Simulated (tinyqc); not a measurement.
Mass anisotropy: shallow donor in an anisotropic valley (effective-mass theory).

One valley: H = -c [(d2/dx2 + d2/dy2)/mt + (d2/dz2)/ml] - q/(eps r), c = hbar^2/2m0, q = e^2/(4 pi eps0). Trial function exp(-sqrt((x^2 + y^2)/a^2 + z^2/b^2)) with a > b: T = (c/3)(2/(mt a^2) + 1/(ml b^2)), V = -(q/eps) atan(u/b)/u, u = sqrt(a^2 - b^2). The central cell of the impurity is left out.

Constants: hbar^2/2m0 = 3.80998211 eV angstrom^2; e^2/(4 pi eps0) = 14.39964547 eV angstrom; Ry = 13.60569312 eV; a0 (Bohr radius) = 0.5291772105 angstrom.

Parameters, chosen for this exercise (out of a larger set: near those of 3C SiC; not measured data):
- mt = 0.245 m0 (transverse mass)
- eps = 9.6 (dielectric constant)
- xs = (1.4, 2.2, 3.4, 7, 12, 25, 76, 190) (ratios ml/mt)

mt and eps fixed, ml varied. Energies in units of Ry*(mt) = Ry mt/eps^2 and lengths in a*(mt) = a0 eps/mt; the last two columns use one mass, 3/(1/ml + 2/mt) or (ml mt^2)^(1/3).

Results:

| ml/mt | a/a* | b/a | binding | conductivity mass | density-of-states mass |
|---|---|---|---|---|---|
| 1.40 | 0.932 | 0.887 | 1.115 | 1.105 | 1.119 |
| 2.20 | 0.855 | 0.756 | 1.276 | 1.222 | 1.301 |
| 3.40 | 0.792 | 0.649 | 1.436 | 1.308 | 1.504 |
| 7.00 | 0.708 | 0.504 | 1.706 | 1.400 | 1.913 |
| 25.0 | 0.605 | 0.325 | 2.167 | 1.471 | 2.924 |
| 76.0 | 0.547 | 0.222 | 2.525 | 1.490 | 4.236 |
| 190 | 0.514 | 0.163 | 2.776 | 1.496 | 5.749 |

Give the missing row, ml/mt = 12.0.

Computed row:
```
ml/mt   a/a*    b/a  binding  conductivity mass  density-of-states mass
12.0   0.658  0.418    1.906              1.440                   2.289
```

The binding grows from 1.11 to 2.78 Ry*(mt); for ml going to infinity the exact problem becomes two-dimensional, with 4 Ry*. The conductivity mass saturates at 1.5 and underbinds, by 18 % at ml/mt = 7; the density-of-states mass errs by +12 % there and by +107 % in the last row. With these mt and eps one unit is 36.17 meV.

Program tinyqc; command `OMP_NUM_THREADS=1 python tinyqc.py 1282546 1282547 out.jsonl`; about 0.01 s on one thread of a shared Intel(R) Xeon(R) Processor @ 2.30GHz.
